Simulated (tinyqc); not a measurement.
Landau-Devonshire theory of a uniaxial ferroelectric: one step, computed by the program tinyqc.

G(P) = (alpha/2) P^2 + (beta*/4) P^4 + (gamma/6) P^6 - E P per volume, SI units, one domain, P along the polar axis.

Question. Spontaneous polarisation, susceptibility, coercive field. Ps^2 = [-beta* + sqrt(beta*^2 - 4 alpha gamma)]/(2 gamma). chi = 1/(eps_0 G''), G'' = alpha + 3 beta* P^2 + 5 gamma P^4 at Ps. Ps, chi and the coercive field are for perfect screening, without a depolarising field. The intrinsic coercive field is |alpha P + beta* P^3 + gamma P^5| at the P_c where G'' = 0. 1 C/m^2 = 100 microcoulomb/cm^2.

Inputs (values chosen for the exercise, modelled on lead titanate): Curie-Weiss temperature T0 = 752 K; gamma = 1.61e+09 J m^9/C^6; temperature T = 440 K.

Sample: free crystal.

alpha = -2.34e+08 J m/C^2

beta* = -2.79e+08 J m^5/C^4

Constants: eps_0 = 8.8541878128e-12 F/m.

Give: spontaneous polarisation Ps; susceptibility chi; well depth G(Ps); P_c; intrinsic coercive field.

Answer.

spontaneous polarisation Ps = 69.11 microcoulomb/cm^2

susceptibility chi = 93.92

well depth G(Ps) = -42.56 MJ/m^3

P_c = 47.98 microcoulomb/cm^2

intrinsic coercive field = 102.2 MV/m

P_c/Ps = 0.694, above the 0.577 of a quartic well, as the sixth-order term matters. Real switching runs by domain nucleation at far lower fields.
